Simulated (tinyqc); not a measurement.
From results back to parameters: sp3s* tight binding. Five cases, with inputs chosen for the exercise.

Problem. Without spin-orbit coupling the s levels at Gamma are the roots of [[Esa, Vss], [Vss, Esc]], the p levels those of [[Epa, Vxx], [Vxx, Epc]], and the doubly degenerate valence level at X is the lower root of [[Epa, Vxy], [Vxy, Epc]]. The atomic differences are given; the levels below come from hidden parameters.

Find: Esa, Esc, Epa, Epc; |Vss|, |Vxx|, |Vxy|.

Method. The mean of a pair of roots is the mean of the two levels, which with the given difference fixes both; half the splitting, squared, less a quarter of the squared difference is V^2. At X the lower root lies sqrt((dEp/2)^2 + Vxy^2) below the mean p level.

Case 1.

Values chosen (out of a larger set: near a published set for AlAs, fitted to gaps, whose masses and valley positions are rough; not measured data): dEs = 6.331 eV (Esc - Esa); dEp = 2.617 eV (Epc - Epa).

s levels at Gamma (eV): -11.66260  3.00960

p levels at Gamma (eV): 0.00039  4.59461

valence level X5 = -2.19240 eV

Solution.

Esa, Esc, Epa, Epc (eV): -7.492  -1.161  0.989  3.606

|Vss|, |Vxx|, |Vxy| (eV): 6.618  1.888  4.295

Case 2.

Values chosen (out of a larger set: near a published set for SiC, fitted to gaps, whose masses and valley positions are rough; not measured data): dEs = 3.612 eV (Esc - Esa); dEp = 2.176 eV (Epc - Epa).

s levels at Gamma (eV): -19.34874  5.92074

p levels at Gamma (eV): 0.01558  6.45442

valence level X5 = -2.73498 eV

Solution.

Esa, Esc, Epa, Epc (eV): -8.520  -4.908  2.147  4.323

|Vss|, |Vxx|, |Vxy| (eV): 12.505  3.030  5.870

Case 3.

Values chosen (out of a larger set: near a published set for GaAs, fitted to gaps, whose masses and valley positions are rough; not measured data): dEs = 5.713 eV (Esc - Esa); dEp = 2.602 eV (Epc - Epa).

s levels at Gamma (eV): -12.58074  1.59174

p levels at Gamma (eV): -0.00982  4.69182

valence level X5 = -2.91651 eV

Solution.

Esa, Esc, Epa, Epc (eV): -8.351  -2.638  1.040  3.642

|Vss|, |Vxx|, |Vxy| (eV): 6.485  1.958  5.094

Case 4.

Values chosen (out of a larger set: near a published set for GaAs, fitted to gaps, whose masses and valley positions are rough; not measured data): dEs = 5.64 eV (Esc - Esa); dEp = 2.637 eV (Epc - Epa).

s levels at Gamma (eV): -12.56728  1.60528

p levels at Gamma (eV): -0.00539  4.71239

valence level X5 = -2.86966 eV

Solution.

Esa, Esc, Epa, Epc (eV): -8.301  -2.661  1.035  3.672

|Vss|, |Vxx|, |Vxy| (eV): 6.501  1.956  5.054

Case 5.

Values chosen (out of a larger set: near a published set for SiC, fitted to gaps, whose masses and valley positions are rough; spin-orbit coupling, where it is added without a refit, lifts the valence top and shrinks all gaps by about a third of the splitting; not measured data): dEs = 3.498 eV (Esc - Esa); dEp = 2.225 eV (Epc - Epa).

s levels at Gamma (eV): -19.31187  6.11787

p levels at Gamma (eV): 0.02924  6.43976

valence level X5 = -2.81173 eV

Solution.

Esa, Esc, Epa, Epc (eV): -8.346  -4.848  2.122  4.347

|Vss|, |Vxx|, |Vxy| (eV): 12.594  3.006  5.943

Computed by tinyqc, one run a case: `OMP_NUM_THREADS=1 python tinyqc.py N N+1 out.jsonl` with N = 1451185, 1451194, 1451245, 1451282, 1451345; one thread of a shared Intel(R) Xeon(R) Processor @ 2.30GHz, about 0.1 s a run at most.
